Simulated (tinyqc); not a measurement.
From results back to parameters: thin-body film or fin with hard walls, valleys of the Si type. Two cases, with inputs chosen for the exercise.

Problem. In a hard-walled film E_1 = c (pi/t)^2/m_z, c = hbar^2/2m0. The splitting between the lowest levels of two valley groups, on the (110) face, was computed from a hidden thickness.

Constants: hbar^2/2m0 = 3.80998211 eV angstrom^2.

Case 1.

Values chosen (out of a larger set: near those of Si; not measured data): m_za = 0.3113 m0 (heavier confinement mass); m_zb = 0.188 m0 (lighter one).

splitting = 11.782 meV

Case 2.

Values chosen (out of a larger set: near those of Si; not measured data): m_za = 0.3194 m0 (heavier confinement mass); m_zb = 0.193 m0 (lighter one).

splitting = 53.396 meV

Find: t; lower level.

Solution. t = pi sqrt(c (1/m_zb - 1/m_za)/splitting).

Case 1.

t = 82.0 angstrom
lower level = 0.0180 eV

Case 2.

t = 38.0 angstrom
lower level = 0.0815 eV

Computed by tinyqc, one run a case: `OMP_NUM_THREADS=1 python tinyqc.py N N+1 out.jsonl` with N = 1281445, 1281624; one thread of a shared Intel(R) Xeon(R) Processor @ 2.30GHz, about 0.01 s a run at most.
